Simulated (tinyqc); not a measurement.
From results back to parameters: Kronig-Penney superlattice by transfer matrices. Three cases, with inputs chosen for the exercise.

Problem. The bottom of the first miniband was computed from a hidden barrier width b.

Wells (width a, potential 0, mass mw) alternate with barriers (width b, height V0, mass mb); period d = a + b; c = hbar^2/2m0. The vector (psi, psi'/m) is continuous, and a layer of thickness t carries it by M = [[cos kt, (m/k) sin kt], [-(k/m) sin kt, cos kt]] with k = sqrt(m (E - V)/c); for E < V, k = i kappa gives [[cosh, (m/kappa) sinh], [(kappa/m) sinh, cosh]] of kappa t. A Bloch state obeys cos(q d) = tr(Mb Mw)/2.

Constants: hbar^2/2m0 = 3.80998211 eV angstrom^2.

Find: k; kappa; tanh(kappa b/2); b.

Method. At q = 0 the lowest state is even about the centres of well and barrier: cos(kz) joins cosh, so (k/mw) tan(k a/2) = (kappa/mb) tanh(kappa b/2), which gives b.

Case 1.

Values chosen (near those of a GaAs superlattice with barriers of AlGaAs; not measured data): a = 116 angstrom (well width); V0 = 0.13 eV (barrier height); mw = 0.065 m0 (mass in the wells); mb = 0.0803 m0 (mass in the barriers).

bottom of band 1 = 0.0202519 eV

Solution.

k = 0.01859 1/angstrom
kappa = 0.04809 1/angstrom
tanh(kappa b/2) = 0.8893
b = 59.0 angstrom

Case 2.

Values chosen (near those of a GaAs superlattice with barriers of AlGaAs; not measured data): a = 56 angstrom (well width); V0 = 0.308 eV (barrier height); mw = 0.0658 m0 (mass in the wells); mb = 0.0985 m0 (mass in the barriers).

bottom of band 1 = 0.0551219 eV

Solution.

k = 0.03085 1/angstrom
kappa = 0.08086 1/angstrom
tanh(kappa b/2) = 0.6688
b = 20.0 angstrom

Case 3.

Values chosen (near those of an InGaAs superlattice with barriers of InP; not measured data): a = 157 angstrom (well width); V0 = 0.236 eV (barrier height); mw = 0.0407 m0 (mass in the wells); mb = 0.0831 m0 (mass in the barriers).

bottom of band 1 = 0.0129041 eV

Solution.

k = 0.01174 1/angstrom
kappa = 0.06976 1/angstrom
tanh(kappa b/2) = 0.4529
b = 14.0 angstrom

Computed by tinyqc, one run a case: `OMP_NUM_THREADS=1 python tinyqc.py N N+1 out.jsonl` with N = 1282223, 1282275, 1282294; one thread of a shared Intel(R) Xeon(R) Processor @ 2.30GHz, about 0.06 s a run at most.
